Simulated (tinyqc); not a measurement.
Born-von Karman spring model of a cubic crystal with one atom per cell: one step, computed by the program tinyqc. Command: `OMP_NUM_THREADS=1 python tinyqc.py 3009109 3009110 out.jsonl springs walk`. One thread of a shared host (Intel(R) Xeon(R) Processor @ 2.30GHz), about 0.1 s of CPU time with the checks.

First neighbours lie at a/2 (1,1,1) (8 of them), second at a (1,0,0) (6), with all permutations and signs; the volume per atom is Omega = a^3/2. Two shells of springs match a real metal only roughly, above all at the zone boundary.

Problem. Sound velocities. rho = M/Omega and v = sqrt(C/rho), with C = C11, C44, C44 along [100]; (C11 + C12 + 2 C44)/2, C44, (C11 - C12)/2 along [110]; (C11 + 2 C12 + 4 C44)/3 and twice (C11 - C12 + C44)/3 along [111].

Inputs (values chosen for the exercise, modelled on iron): lattice constant a = 2.87 angstrom; atomic mass M = 55.85 u.

Lattice: bcc.

C11 = 244.1412 GPa

C44 = 112.1710 GPa

C12 = 130.4816 GPa

Constants: u = 1.6605390666e-27 kg.

Give: density rho; Velocities (m/s).

Solution.

density rho = 7846 kg/m^3

Velocities (m/s):
```
direction  longitudinal  transverse 1  transverse 2
[100]              5578          3781          3781
[110]              6178          3781          2691
[111]              6366          3097          3097
```

Along [110] the two transverse waves differ by a factor sqrt(2 C44/(C11 - C12)) = 1.405.
